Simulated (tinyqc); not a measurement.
When the Fermi surface touches the face: free and nearly free electrons in a metal.

The cubic cell holds 4 atoms: n = 4 z/a^3, kF = (3 pi^2 n)^(1/3), EF = c kF^2/m, vF = 2 c kF/(m hbar), c = hbar^2/2m0; rs = (3/(4 pi n))^(1/3)/a0; D(EF) = 3 n/(2 EF).

Two plane waves k and k - G, G = (111) (2 pi/a): H = [[c k^2/m, V], [V, c (k - G)^2/m]] with c = hbar^2/2m0.

Constants: hbar^2/2m0 = 3.80998211 eV angstrom^2; hbar = 6.58211957e-16 eV s; a0 (Bohr radius) = 0.5291772105 angstrom.

Parameters, chosen for this exercise (out of a larger set: near those of Ag, whose d bands this model ignores; not measured data):
```
symbol  value  unit      meaning
a       4.111  angstrom  fcc lattice constant
z       1                free electrons an atom
m       1.3    m0        mass
```

On the face the lower band is E = c (G^2/4 + q^2)/m - V, q along the face. EF is held at its free value. A neck opens where EF > c G^2/(4m) - V, with radius q; the second band fills where EF > c G^2/(4m) + V.

Necks:
```
V (eV)  lower band at the face centre (eV)  neck radius (1/angstrom)  radius/kF
0.2                                  4.935                         -          -
0.5                                  4.635                         -          -
0.8                                  4.335                         -          -
1.1                                  4.035                    0.2244      0.188
1.4                                  3.735                    0.3908      0.327
1.8                                  3.335                    0.5378      0.450
2.2                                  2.935                    0.6525      0.546
2.6                                  2.535                    0.7498      0.628
```

EF = 4.182 eV
c G^2/(4m) = 5.135 eV

What can be read from this table?

Contact needs V > 0.952 eV. It is first met at V = 1.1 eV of those listed, and the radius then grows as the square root of the excess, to 0.628 kF at 2.6 eV. EF is held at its free value here; a count of states lowers it as V grows, strongly for V of an eV or more, so the threshold is a lower bound, the radii are upper bounds, and some necks may vanish.

(tinyqc, `OMP_NUM_THREADS=1 python tinyqc.py 1651011 1651012 out.jsonl`, Intel(R) Xeon(R) Processor @ 2.30GHz, 1 thread, shared host, about 0.01 s.)
